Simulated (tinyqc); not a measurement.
Worked calculation: polytypes and stacking faults of a tetrahedral semiconductor in an axial Ising model with couplings up to third neighbours. Computed by tinyqc, a small Python program that keeps every step. Command: `OMP_NUM_THREADS=1 python tinyqc.py 3006696 3006697 out.jsonl polytype walk`. One thread of a shared host (Intel(R) Xeon(R) Processor @ 2.30GHz), about 0.01 s of CPU time with the checks. Intermediate numbers are printed to about 6 digits and carried at full precision; extremes and crossings named in words are read from the listed rows.

Each double layer has s = +1 or -1 for the sense of its stacking step; E per pair of atoms = E0 - sum_n J_n <s_i s_(i+n)>, n = 1, 2, 3. Hexagonality h = (1 - <s_i s_(i+1)>)/2.

Inputs (values chosen for the exercise, of the order of those of SiC for J, a, G and the gaps):
```
quantity                                    value      unit
J1                                           1.16  meV/pair
J2                                          -2.31  meV/pair
J3                                           -0.2  meV/pair
basal lattice constant a                     3.08  angstrom
shear modulus G                               193       GPa
Poisson ratio nu                              0.3         -
gap of 3C                                    2.39        eV
gap of 4H                                    3.26        eV
binding energy of the fault level E_b         0.3        eV
in-plane mass m                              0.37        m0
effective density of states N_c at 300 K  1.6e+19    1/cm^3
electron density n                        1.2e+18    1/cm^3
temperature T                                 700         K
```

Host polytype: 4H.

Constants: 1 eV/angstrom^2 = 16.02176634 J/m^2; m_0 = 9.1093837015e-31 kg; hbar = 1.054571817e-34 J s; k_B = 1.380649e-23 J/K; k_B = 8.617333262e-05 eV/K.

## Energies of the polytypes

correlations of the repeat units 3C (+), 2H (+-), 4H (++--), 6H (+++---), 15R (+++--), 8H (++++----), 21R (++++---), 9R (++-):
```
        n = 1     n = 2     n = 3
3C    1.00000   1.00000   1.00000
2H   -1.00000   1.00000  -1.00000
4H    0.00000  -1.00000   0.00000
6H    0.33333  -0.33333  -1.00000
15R   0.20000  -0.60000  -0.60000
8H    0.50000   0.00000  -0.50000
21R   0.42857  -0.14286  -0.71429
9R   -0.33333  -0.33333   1.00000
```

E - E(3C) = sum_n J_n (1 - C_n), C_n = <s_i s_(i+n)>. The gap is taken linear in h between 3C (h = 0) and 4H (h = 1/2), a rough rule, with a dash beyond.

Polytypes:
```
polytype        h  E - E(3C) (meV/pair)  gap by the linear rule (eV)
3C        0.00000               0.00000                      2.39000
2H        1.00000               1.92000                            -
4H        0.50000              -3.66000                      3.26000
6H        0.33333              -2.70667                      2.97000
15R       0.40000              -3.08800                      3.08600
8H        0.25000              -2.03000                      2.82500
21R       0.28571              -2.32000                      2.88714
9R        0.66667              -1.53333                            -
```

E(2H) - E(3C) = 1.92 meV/pair

E(4H) - E(3C) = -3.66 meV/pair

E(6H) - E(3C) = -2.70667 meV/pair

The lowest is 4H, 0.572 meV/pair below 15R. J1/|J2| = 0.50: for J3 = 0 and J2 < 0 the ground state is 2H below -2, 4H between -2 and 2, and 3C above 2; at 2 itself all periods with bands of two or more layers are degenerate. Four or more polytypes lie within 1.5 meV/pair, so small a spread that growth kinetics and seeds can decide.

## Back from three energies to J1, J2, J3

With d2, d4, d6 the energies of 2H, 4H, 6H over 3C: d2 = 2 J1 + 2 J3, d4 = J1 + 2 J2 + J3, d6 = (2/3) J1 + (4/3) J2 + 2 J3, so J2 = (d4 - d2/2)/2, J3 = (3/4)(d6 - (2/3) d4), J1 = d2/2 - J3.

J1 recovered = 1.16 meV/pair

J2 recovered = -2.31 meV/pair

J3 recovered = -0.200000 meV/pair

## Stacking-fault energies

fault coefficients k_n:
```
                      J1  J2  J3
single Shockley (31)   0  -4   0
double Shockley (62)  -4  -8   0
Frank-type (32)       -1  -2   3
```

Faults in 4H: the sequences single Shockley (31) (+++-), double Shockley (62) (++++++--), Frank-type (32) (+++--) are put between perfect repeats; k_n = (layers x C_n of the host) - sum_i s_i s_(i+n). gamma = sum k_n J_n/A, A = (sqrt 3/2) a^2; 1 meV/angstrom^2 = 16.02177 mJ/m^2.

gamma (mJ/m^2): single Shockley (31) 18.0198, double Shockley (62) 26.9907, Frank-type (32) 5.5776

energy of the glide fault, single Shockley (31) = 18.0198 mJ/m^2

The cheapest is the Frank-type (32) fault.

## Splitting of a basal screw dislocation

Screw line, bounded by the single Shockley (31) fault of energy gamma: b = a, partials b_p = a/sqrt 3; d = G b_p^2 (2 - 3 nu)/(8 pi gamma (1 - nu)). One partial is driven off by the shear stress gamma/b_p along its Burgers vector.

splitting width d = 21.1759 nm

stress to open the fault = 101.335 MPa

## Electronic energy gained by the fault

The fault binds electrons in a two-dimensional band E_b below the conduction edge, g2 = m m0/(pi hbar^2) for one valley. With the Fermi level held by the bulk, eta = ln[n/N_c(T)], N_c(T) = N_c (T/300)^1.5, the grand potential falls by g2 (k_B T)^2 F1(x), x = eta + E_b/(k_B T), F1(x) = integral from 0 to infinity of ln(1 + exp(x - t)) dt; sheet density g2 k_B T ln(1 + e^x). Band bending by the trapped charge is left out, so the gain is an upper bound. Net fault energy = gamma of the single Shockley (31) fault less the electronic gain.

x = 1.11215

sheet density = 1.30197e+13 1/cm^2

electronic gain = 1.76446 mJ/m^2

net fault energy = 16.2554 mJ/m^2

The gain offsets 9.8 % of the fault energy. Caution: rows with n above 0.3 N_c(T) are near degeneracy, where eta = ln(n/N_c) underestimates the Fermi level.

## Gain against electron density

The formulas are those given above.

At T:
```
n (1/cm^3)         x  sheet density (1/cm^2)  gain (mJ/m^2)   gain/gamma  gain/gamma at T + 200 K
1.00e+14    -8.28051             2.36230e+09    2.28320e-04  1.26705e-05              4.75782e-06
1.00e+15    -5.97793             2.35961e+10    2.28190e-03  1.26633e-04              4.75720e-05
1.00e+16    -3.67534             2.33316e+11    2.26904e-02  1.25919e-03              4.75106e-04
1.00e+17    -1.37276             2.10582e+12    2.15298e-01  1.19478e-02              4.69112e-03
1.00e+18     0.92983             1.17702e+13    1.54614e+00  8.58022e-02              4.20666e-02
5.00e+18     2.53927             2.43826e+13    4.31736e+00  2.39590e-01              1.55603e-01
2.00e+19     3.92556             3.67814e+13    8.40713e+00  4.66549e-01              3.75683e-01
```

For x well below 0 the gain is k_B T times the sheet density and linear in n; for x well above 0 the well fills and the gain grows only about as x^2. It stays below the fault energy in all rows; 200 K more changes it by a factor 0.38 at 1e16.

Checks made by the program: the recovered constants (relative difference below 1e-10).
